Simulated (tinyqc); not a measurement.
# p-n diode with diffusion and depletion-layer recombination: what changes with what

Abrupt junction in the depletion approximation, low injection, full ionisation, neutral widths fixed, ohmic contact on the p side. Vj is the junction voltage; where a series resistance Rs is given, V = Vj + J Rs is the terminal voltage.

Parameters, values chosen for the exercise; band and dielectric values close to those of indium phosphide:
- T = 273 K (temperature)
- Eg = 1.33 eV (band gap)
- eps_r = 12.5 (relative permittivity)
- Nc = 4.91e17 cm^-3 (conduction-band density of states at T)
- Nv = 9.64e18 cm^-3 (valence-band density of states at T)
- Na = 8.9e16 cm^-3 (acceptor density)
- Nd = 6.6e16 cm^-3 (donor density)
- mun = 2400 cm^2/(V s) (electron mobility in the p side)
- mup = 130 cm^2/(V s) (hole mobility in the n side)
- tn = 6e-9 s (electron lifetime)
- tp = 7e-6 s (hole lifetime)
- wp = 0.84 um (neutral width of the p side)
- wn = 230 um (neutral width of the n side)
- Sp = 1e7 cm/s (recombination velocity at the n contact)
- Rs = 0.00014 ohm cm^2 (series resistance)
- Et = 0 eV (trap level above the intrinsic level)
- Vj = 0.76 V (junction voltage at which recombination is evaluated)

Constants: q = 1.602176634e-19 C, kB = 1.380649e-23 J/K, Vt = kB T/q, eps0 = 8.8541878128e-14 F/cm where lengths are in cm. Results are converted to the units shown.

Each table varies one quantity; the others keep the values above.

## Currents and ideality against junction voltage

ni = sqrt(Nc Nv) exp(-Eg/(2 Vt)), Eg in volts; D = mu Vt; Ln = sqrt(Dn tn), Lp = sqrt(Dp tp); J0n = q ni^2 Dn coth(wp/Ln)/(Ln Na); J0p = (q ni^2 Dp/(Lp Nd)) (s + tanh(wn/Lp))/(1 + s tanh(wn/Lp)), s = Sp Lp/Dp. J_diff = (J0n + J0p)(exp(Vj/Vt) - 1). Vbi = Vt ln(Na Nd/ni^2), W = sqrt(2 eps0 eps_r (Vbi - Vj)(1/Na + 1/Nd)/q), xp = W Nd/(Na + Nd), xn = W Na/(Na + Nd); u(x) = q Na (x + xp)^2/(2 eps0 eps_r) for x < 0 and Vbi - Vj - q Nd (xn - x)^2/(2 eps0 eps_r) for x > 0; p = Na exp(-u/Vt), n = Nd exp((u - Vbi + Vj)/Vt); U = ni^2 (exp(Vj/Vt) - 1)/(tp (n + ni exp(Et/Vt)) + tn (p + ni exp(-Et/Vt))); J_scr = q times the integral of U from -xp to xn. J = J_diff + J_scr. Ideality = (1/Vt) dVj/d ln J or (1/Vt) dV/d ln J; last column ni^2 exp(Vj/Vt)/N^2.

Result of one run:

| Vj (V) | J_diff (A/cm^2) | J_scr (A/cm^2) | J (A/cm^2) | V (V) | ideality against Vj | ideality against V | minority/doping, lighter side |
|---|---|---|---|---|---|---|---|
| 0.66 | 2.471e-6 | 6.271e-7 | 3.098e-6 | 0.6600 | 1.104 | 1.104 | 4.649e-10 |

What becomes of these results when the junction voltage at which recombination is evaluated Vj is changed from 0.66 to 0.57 V, all else the same?

Result of the changed run:

| Vj (V) | J_diff (A/cm^2) | J_scr (A/cm^2) | J (A/cm^2) | V (V) | ideality against Vj | ideality against V | minority/doping, lighter side |
|---|---|---|---|---|---|---|---|
| 0.57 | 5.387e-8 | 8.212e-8 | 1.360e-7 | 0.5700 | 1.399 | 1.399 | 1.014e-11 |

The whole series:

| Vj (V) | J_diff (A/cm^2) | J_scr (A/cm^2) | J (A/cm^2) | V (V) | ideality against Vj | ideality against V | minority/doping, lighter side |
|---|---|---|---|---|---|---|---|
| 0.29 | 3.651e-13 | 1.636e-10 | 1.640e-10 | 0.2900 | 1.895 | 1.895 | 6.869e-17 |
| 0.39 | 2.561e-11 | 1.503e-9 | 1.528e-9 | 0.3900 | 1.894 | 1.894 | 4.819e-15 |
| 0.48 | 1.175e-9 | 1.103e-8 | 1.220e-8 | 0.4800 | 1.759 | 1.759 | 2.210e-13 |
| 0.57 | 5.387e-8 | 8.212e-8 | 1.360e-7 | 0.5700 | 1.399 | 1.399 | 1.014e-11 |
| 0.66 | 2.471e-6 | 6.271e-7 | 3.098e-6 | 0.6600 | 1.104 | 1.104 | 4.649e-10 |
| 0.75 | 1.133e-4 | 5.002e-6 | 1.183e-4 | 0.7500 | 1.019 | 1.019 | 2.132e-8 |
| 0.85 | 0.007950 | 5.523e-5 | 0.008005 | 0.8500 | 1.003 | 1.003 | 1.496e-6 |
| 0.94 | 0.3646 | 5.262e-4 | 0.3651 | 0.9401 | 1.001 | 1.003 | 6.861e-5 |
| 1.03 | 16.72 | 0.002765 | 16.73 | 1.032 | 1.000 | 1.100 | 0.003147 |

The ideality against Vj falls from 1.89 to 1.00. Diffusion overtakes recombination in the layer between Vj = 0.57 and 0.66 V. J_scr alone has an ideality of 1.92 between the first two rows and 2.31 between the last two.

## Effect of the recombination velocity at the n contact

Same model as above.

J = J_diff + J_scr.

The same in every row: J0n (A/cm^2) = 1.615e-18; J_diff (A/cm^2) = 1.733e-4; J_scr (A/cm^2) = 6.326e-6; wn/Lp = 4.971.

Result of one run:

| Sp (cm/s) | J0p (A/cm^2) | J_scr/J (%) |
|---|---|---|
| 1e7 | 2.127e-21 | 3.521 |

What becomes of these results when the recombination velocity at the n contact Sp is changed from 1e7 to 10 cm/s, all else the same?

Result of the changed run:

| Sp (cm/s) | J0p (A/cm^2) | J_scr/J (%) |
|---|---|---|
| 10 | 2.127e-21 | 3.521 |

The whole series:

| Sp (cm/s) | J0p (A/cm^2) | J_scr/J (%) |
|---|---|---|
| 1 | 2.127e-21 | 3.521 |
| 10 | 2.127e-21 | 3.521 |
| 100 | 2.127e-21 | 3.521 |
| 1000 | 2.127e-21 | 3.521 |
| 10000 | 2.127e-21 | 3.521 |
| 1e5 | 2.127e-21 | 3.521 |
| 1e6 | 2.127e-21 | 3.521 |
| 1e7 | 2.127e-21 | 3.521 |

As Sp goes from 1 to 1e7, J0p stays near 2.13e-21 A/cm^2, J_scr stays at 6.33e-6 A/cm^2 and its share stays near 3.52 %. J0p crosses its long-base value at Sp = Dp/Lp = 661 cm/s; with wn/Lp = 5.0 the contact changes it by a factor of 1.00 over the table.

Numbers from tinyqc (`OMP_NUM_THREADS=1 python tinyqc.py 2260022 2260023 out.jsonl`; about 0.01 s on one thread of a shared Intel Xeon 2.30GHz).
